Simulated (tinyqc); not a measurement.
Two-mode optical phonons of a ternary alloy from two coupled oscillators. From lower LO mode back to fraction x of A. Computed by tinyqc, a small Python program. Command: `OMP_NUM_THREADS=1 python tinyqc.py 3028789 3028790 out.jsonl twomode inv`. One thread of a shared host (Intel(R) Xeon(R) Processor @ 2.30GHz), about 0.01 s of CPU time with the checks.

An alloy A(x)B(1-x)C has an A-C and a B-C bond oscillator. Each TO frequency moves linearly from the impurity mode (dilute end) to the TO of the pure crystal; each strength is proportional to the number of bonds.

Inputs (values chosen for the exercise, modelled on Al(x)Ga(1-x)As, with A-C the AlAs-like and B-C the GaAs-like bond):
```
quantity                  value  unit
omega_TO of pure AC       364.2  1/cm
omega_LO of pure AC         404  1/cm
omega_TO of pure BC       268.6  1/cm
omega_LO of pure BC       290.6  1/cm
eps_inf of AC              7.98     -
eps_inf of BC                11     -
impurity mode of A in BC  359.1  1/cm
impurity mode of B in AC  251.4  1/cm
```

Method:
- omega_1 = (impurity mode of A) + x (omega_TO,AC - impurity mode of A); omega_2 = (impurity mode of B) + (1 - x)(omega_TO,BC - impurity mode of B); eps_inf = x eps_AC + (1 - x) eps_BC; strengths W_1 = x eps_AC (omega_LO,AC^2 - omega_TO,AC^2), W_2 = (1 - x) eps_BC (omega_LO,BC^2 - omega_TO,BC^2).
- eps(omega) = eps_inf + W_1/(omega_1^2 - omega^2) + W_2/(omega_2^2 - omega^2) = 0 is the eigenproblem of the matrix [[omega_1^2 + W_1/eps_inf, sqrt(W_1 W_2)/eps_inf], [sqrt(W_1 W_2)/eps_inf, omega_2^2 + W_2/eps_inf]] for omega_LO^2.
- Uncoupled values keep the diagonal alone. eps_s = eps_inf + W_1/omega_1^2 + W_2/omega_2^2.

Problem. A run gave the result below. Find the fraction x of A, known to lie between 0.059 and 0.16.

lower LO mode = 287.036 1/cm

Solution.

Each step takes the trial c = (a f_b - b f_a)/(f_b - f_a), f being the result less the target and a, b, c the logarithms of the listed values; c replaces end b, the old b replaces a if the sign of f changed, and otherwise f_a is halved.

Scan of the range:
```
fraction x of A  lower LO mode (1/cm)
0.0590                        288.165
0.0697                        287.730
0.0823                        287.219
0.0972                        286.618
0.1150                        285.903
0.1350                        285.105
0.1600                        284.113
```

False position (Illinois rule, in the logarithm of the input) inside the bracket:
```
step      end a      end b      trial  lower LO mode (1/cm)
1     0.0823000  0.0972000  0.0865780               287.046
2     0.0972000  0.0865780  0.0868163               287.037
3     0.0972000  0.0868163  0.0868420               287.036
4     0.0868163  0.0868420  0.0868299               287.036
```

Lower LO mode falls at every point of a 13-point scan of the range (every second point is shown), so one value fits; it is bracketed by 0.0823 and 0.0972. Answer: fraction x of A = 0.08683.
